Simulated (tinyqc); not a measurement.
Raman shift of the zone-centre optical phonon of a diamond-structure crystal under stress: one step, computed by the program tinyqc. Command: `OMP_NUM_THREADS=1 python tinyqc.py 3013547 3013548 out.jsonl ramanstress walk`. One thread of a shared host (Intel(R) Xeon(R) Processor @ 2.30GHz), about 0.01 s of CPU time with the checks.

Axes x, y, z are the cube axes. Strain shifts the threefold optical mode and can split it; p, q and r are the phonon deformation potentials.

Task: Secular matrix and shifts. Secular matrix: M_xx = p eps_xx + q (eps_yy + eps_zz), M_xy = 2 r eps_xy; its eigenvalues are omega^2 - omega_0^2, and the shifts are these over 2 omega_0.

Inputs (values chosen for the exercise, for a model crystal):
```
quantity                      value  unit
unstrained frequency omega_0    575  1/cm
p/omega_0^2                   -1.28     -
q/omega_0^2                   -1.81     -
r/omega_0^2                   -1.36     -
```

Stress state: hydrostatic. Axis: none.

strain (per mille):
```
            x           y           z
x  -0.8447044   0.0000000   0.0000000
y   0.0000000  -0.8447044   0.0000000
z   0.0000000   0.0000000  -0.8447044
```

Give: M/(2 omega_0); shifts, in rising order.

Result:

M/(2 omega_0) (1/cm):
```
       x      y      z
x  1.190  0.000  0.000
y  0.000  1.190  0.000
z  0.000  0.000  1.190
```

shifts, in rising order (1/cm): 1.190  1.190  1.190
